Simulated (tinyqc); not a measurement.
Balance functions: hot carriers by balance equations with a heated Maxwellian. Computed by tinyqc, a small Python program. Command: `OMP_NUM_THREADS=1 python tinyqc.py 3012544 3012545 out.jsonl hot walk`. One thread of a shared host (Intel(R) Xeon(R) Processor @ 2.30GHz), about 0.02 s of CPU time with the checks.

The carriers follow a Maxwellian at an electron temperature T_e, slightly displaced; the drift energy is neglected against k_B T_e. The balance averages the rate, not the time, so mu_0 lies below the relaxation-time value.

Inputs (values chosen for the exercise, modelled on holes in silicon):

| quantity | value | unit |
|---|---|---|
| effective mass m | 0.504 | m_0 |
| density rho | 2329 | kg/m^3 |
| sound velocity v_l | 8820 | m/s |
| acoustic deformation potential D_A | 5.5 | eV |
| phonon energy hbar w | 65.2 | meV |
| optical or intervalley deformation potential D_o | 8.7 | 1e8 eV/cm |
| final valleys Z_f | 1 | - |
| lattice temperature T | 400 | K |

Band: parabolic. Solver: damped fixed point.

Constants: k_B = 8.617333262e-05 eV/K; k_B = 1.380649e-23 J/K; e = 1.602176634e-19 C; hbar = 1.054571817e-34 J s; m_0 = 9.1093837015e-31 kg; hbar = 6.582119569e-16 eV s.

Method:
- Parabolic band: E = hbar^2 k^2/(2 m), speed v = hbar k/m, states per spin, volume and energy g(E) = m k/(2 pi^2 hbar^2). Masses are multiplied by m_0 and all formulas are in SI units.
- Phonon occupation N_q = 1/(exp(hbar w/(k_B T)) - 1).
- Acoustic deformation potential (elastic, equipartition, absorption and emission together): 1/tau = 2 pi k_B T D_A^2 g(E)/(hbar rho v_l^2).
- Optical or intervalley deformation potential: 1/tau = (pi Z_f D_o^2/(rho w)) [N_q g(E + hbar w) + (N_q + 1) g(E - hbar w)], with g = 0 below the band edge.
- Averages over the Maxwellian, <y> = int y x^(1/2) exp(-x) dx / int x^(1/2) exp(-x) dx with x = E/(k_B T_e), split at x_0 = hbar w/(k_B T_e): 64 Gauss-Legendre points in sqrt(x) below it and 128 in sqrt(x - x_0) above it, up to x = 32. Momentum balance: mu(T_e) = e/(m nu), nu = <x (sum of rates)>/<x>. Power lost per carrier: P(T_e) = hbar w <emission rate - absorption rate> + <(2 m v_l^2/(k_B T)) (E - 2 k_B T) acoustic rate>.
- The field that sustains T_e follows from e mu F^2 = P.

Against the electron temperature:

| T_e (K) | mu (cm^2/(V s)) | P optical (1e9 eV/s) | P acoustic (1e9 eV/s) | F (kV/cm) | drift velocity (1e7 cm/s) |
|---|---|---|---|---|---|
| 440 | 441.99 | 15.04 | 2.1016e-01 | 5.875 | 0.25966 |
| 520 | 383.59 | 45.57 | 6.8541e-01 | 10.981 | 0.42123 |
| 640 | 325.31 | 90.52 | 1.5208e+00 | 16.821 | 0.54719 |
| 800 | 276.16 | 146.71 | 2.8338e+00 | 23.270 | 0.64263 |
| 1200 | 211.07 | 266.92 | 6.9414e+00 | 36.021 | 0.76029 |
| 2000 | 155.89 | 448.02 | 1.7923e+01 | 54.671 | 0.85227 |
| 3200 | 120.33 | 645.42 | 3.9673e+01 | 75.456 | 0.90793 |
| 4800 | 97.05 | 845.03 | 7.6355e+01 | 97.439 | 0.94560 |

Optical phonons take 99 % of the power in the first row and 92 % in the last. The velocity grows as F^0.77 at first and as F^0.16 at the end, so it levels off; if optical phonons alone set both balances the limit at high T_e would be sqrt(3 hbar w tanh(hbar w/2 k_B T)/(4 m)) = 1.12 in the same unit. Rows above 1400 K (k_B T_e > 0.12 eV) stretch the parabolic band.
